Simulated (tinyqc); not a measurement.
## Square on-chip spiral inductor, lumped pi model: quality factor against frequency

Outer diameter do = di + 2 n wd + 2 (n - 1) sp, mean da = (do + di)/2, fill p = (do - di)/(do + di), length l = 4 n da. L = 2.34 mu0 n^2 da/(1 + 2.75 p), mu0 = 4 pi 1e-7 H/m. Rs = rho l/(wd delta (1 - exp(-th/delta))), delta = sqrt(rho/(pi f mu0)). Cs = n wd^2 eps0 eo/hu across the coil. At each end Cox = l wd eps0 eo/(2 ho) leads to the substrate branch Rsi = 2 rs he/(l wd) in parallel with Csi = l wd eps0 11.7/(2 he). With one end grounded Y = 1/(Rs + i w L) + i w Cs + 1/[1/(i w Cox) + 1/(1/Rsi + i w Csi)], w = 2 pi f; Q = -Im Y/Re Y. Eddy currents in neighbouring turns and in the substrate are left out.

Apparent inductance Im(1/Y)/w; share of the loss Re(substrate branch)/Re Y.

Values chosen for this exercise; values of the order met in silicon radio-frequency processes:
- n = 5.5 (number of turns)
- wd = 15 um (line width)
- sp = 1.5 um (space between turns)
- di = 80 um (inner diameter)
- th = 2 um (metal thickness)
- rho = 1.9 uohm cm (metal resistivity)
- ho = 6.6 um (oxide below the coil)
- hu = 1 um (oxide between coil and underpass)
- eo = 4.1 (relative permittivity of the oxide)
- rs = 20 ohm cm (substrate resistivity)
- he = 80 um (effective spreading depth in the substrate)

Constants: eps0 = 8.8541878128e-12 F/m. Results are converted to the units shown.

Result of one run:
```
Rs (ohm)  w L/Rs       Q  apparent inductance (nH)  loss in the substrate (%)
3.2267    6.3413  6.1514                    6.2151                     1.7319
```

Which frequency f gave this result: 0.12, 0.32, 0.53, 0.86 or 3.8 GHz?

f = 0.53 GHz.

The whole series:
```
f (GHz)  Rs (ohm)  w L/Rs        Q  apparent inductance (nH)  loss in the substrate (%)
0.12       2.7502  1.6846   1.6829                    6.1470                  0.0080562
0.2        2.8715  2.6890   2.6818                    6.1539                   0.049502
0.32       3.0183  4.0931   4.0610                    6.1703                    0.27870
0.53       3.2267  6.3413   6.1514                    6.2151                     1.7319
0.86       3.4939  9.5029   8.4269                    6.3172                     8.5593
1.4        3.8545  14.023   9.2436                    6.5391                     29.387
2.3        4.3527  20.400   7.0677                    7.0340                     59.643
3.8        5.0439  29.086   3.7835                    8.4132                     80.967
6.1        5.9343  39.685  0.95970                    10.970                     91.001
```

Q goes from 1.68 through a maximum of 9.24 (at f = 1.4 GHz among the rows listed) to 0.960; the exact peak is 9.32 at 1.26 GHz and Q reaches zero at the self-resonance, 7.22 GHz. The share of the substrate rises from 0.00806 to 91.0 %, and the apparent inductance ends at 1.79 times L. At the peak the substrate takes 23.7 % of the loss. For f = 6.1 the coil is longer than 0.15 of a wavelength in the oxide, where one lumped section is rough.

tinyqc, about 0.01 s, one thread, Intel Xeon 2.30GHz (shared host): `OMP_NUM_THREADS=1 python tinyqc.py 2302182 2302183 out.jsonl`
